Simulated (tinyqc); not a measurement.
Susceptibility above T_c: two-sublattice mean-field magnet: ferrimagnet, compensation points and susceptibility. Computed by tinyqc, a small Python program. Command: `OMP_NUM_THREADS=1 python tinyqc.py 3013756 3013757 out.jsonl ferri walk`. One thread of a shared host (Intel(R) Xeon(R) Processor @ 2.30GHz), about 0.01 s of CPU time with the checks.

A random alloy A(1-x)B(x) with H = -sum over pairs J S_i.S_j. a = <S_A> and b = <S_B> are taken along z, a > 0. Exchange fields: h_A = (1 - x) zJ_AA a + x zJ_AB b, h_B = (1 - x) zJ_AB a + x zJ_BB b; a = S_A B_(S_A)(S_A h_A/(k_B T)) and likewise for b, with the Brillouin function B_S(y) = [(2S + 1)/(2S)] coth[(2S + 1) y/(2S)] - [1/(2S)] coth[y/(2S)].

Inputs (values chosen for the exercise, for a model ferrimagnet):

| quantity | value | unit |
|---|---|---|
| spin S_A | 1.5 | - |
| spin S_B | 3.5 | - |
| g factor g_A | 2.1 | - |
| g factor g_B | 2 | - |
| fraction x of B sites | 0.15 | - |
| z J_AA | 17.5 | meV |
| z J_BB | 2.5 | meV |
| z J_AB | -6.2 | meV |
| T over T_c | 0.41 | - |

Constants: k_B = 8.617333262e-05 eV/K.

Method. Linearised, T (a, b) = M (a, b) with M_ij = S_i (S_i + 1) c_j zJ_ij/(3 k_B), c_A = 1 - x, c_B = x. T_c is the larger eigenvalue, and its eigenvector gives b/a at onset, (T_c - M_AA)/M_AB. With a field B, T (a, b) = M (a, b) + (mu_B B/(3 k_B)) (g_A S_A (S_A + 1), g_B S_B (S_B + 1)). chi = m/B per site; C = mu_B [(1 - x) g_A^2 S_A (S_A + 1) + x g_B^2 S_B (S_B + 1)]/(3 k_B); the table gives C/chi, which tends to T - theta.

T_c = 236.084 K

M (K):
```
          A        B
A   215.772  -13.490
B  -321.068   22.846
```

Inverse susceptibility:

| T (K) | C/chi (K) | T - C/chi (K) |
|---|---|---|
| 240.8 | 14.8 | 225.98 |
| 259.7 | 64.1 | 195.62 |
| 295.1 | 132.7 | 162.44 |
| 354.1 | 219.4 | 134.75 |
| 472.2 | 360.9 | 111.29 |
| 708.3 | 613.3 | 94.94 |
| 1180.4 | 1095.4 | 85.06 |
| 2360.8 | 2281.9 | 78.94 |

T - C/chi sinks from 226 K just above T_c to 79 K at 10 T_c, on its way to the asymptotic theta. The curve of 1/chi is a hyperbola that bends down to zero at T_c = 236 K, so a Curie-Weiss line fitted at high T misses T_c.
